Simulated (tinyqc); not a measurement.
MOS inversion layer, Poisson-Schroedinger loop: two steps of the calculation.

Electrons confined at an insulator interface at z = 0, treated as a hard wall; parabolic valleys, Hartree approximation, no image or exchange terms. The depletion charge lies far deeper than the electrons and gives a uniform field q Nd/(eps0 eps_r); the gate balances all charge. Energies are counted from the band edge at the interface.

Inputs (values chosen for the exercise); masses and permittivity close to those of silicon (111):
- T = 400 K (temperature)
- mz1 = 0.258 m0 (mass along z of valley set A (6 valley(s)))
- md1 = 0.358 m0 (in-plane density-of-states mass of set A)
- Ns = 6.4e11 cm^-2 (sheet density of electrons)
- hz = 2.7 nm (mesh step)

Constants: q = 1.602176634e-19 C, kB = 1.380649e-23 J/K, hbar = 1.054571817e-34 J s, m0 = 9.1093837015e-31 kg, Vt = kB T/q, hbar^2/(2 m0) = 0.0380998212 eV nm^2. Results are converted to the units shown.

Problem 1. Fermi level and occupations. Level k holds N_k = D_k Vt ln(1 + exp((EF - E_k)/Vt)) with D = 6 md1 m0 q/(pi hbar^2) per eV (spin included); EF is fixed by sum N_k = Ns.

levels (eV): A1 0.027968602, A2 0.047816988

Find: EF; N_k.

Solution 1.

EF = -0.1209 eV
N_k (cm^-2): A1 4.092e11, A2 2.308e11

Problem 2. Converged levels, occupations and centroid. Tridiagonal Hamiltonian with psi = 0 one step beyond both ends: H_ii = C (1/m_(i-1/2) + 1/m_(i+1/2))/hz^2 + V0_i + U_i, H_(i,i+1) = -C/(m_(i+1/2) hz^2), C = hbar^2/(2 m0). The lowest 2 level(s) are kept, normalised to hz sum |psi|^2 = 1. The mass is the same on all intervals.

Solve for the levels with V0 + U, find EF, n_i = sum_k N_k |psi_k|^2 (in cm^-3); share of each level N_k/Ns; centroid sum n z/sum n.

```
node  z (nm)  fixed potential V0 (eV)  converged U (eV)
1        2.7               0.00952294       0.026498581
2        5.4               0.01904589       0.039795273
3        8.1               0.02856883       0.046507198
4       10.8               0.03809178       0.048965167
5       13.5               0.04761472       0.049527360
6       16.2               0.05713767       0.049612328
7       18.9               0.06666061       0.049621390
8       21.6               0.07618356       0.049622108
9       24.3               0.08570650       0.049622152
10        27               0.09522945       0.049622154
11      29.7               0.10475239       0.049622154
12      32.4               0.11427533       0.049622154
13      35.1               0.12379828       0.049622154
14      37.8               0.13332122       0.049622154
15      40.5               0.14284417       0.049622154
```

Give: levels; EF; shares; n; centroid.

Solution 2.

levels (eV): A1 0.06211, A2 0.09008
EF = -0.08403 eV
shares (%): A1 69.16, A2 30.84
n, node 1 to 15 (in units of 1e18 cm^-3): [1.181, 0.589, 0.381, 0.170, 0.043, 0.007, 0.001, 0.000, 0.000, 0.000, 0.000, 0.000, 0.000, 0.000, 0.000]
centroid = 5.056 nm

Numbers from tinyqc (`OMP_NUM_THREADS=1 python tinyqc.py 2160119 2160120 out.jsonl`; about 0.5 s on one thread of a shared Intel Xeon 2.30GHz).
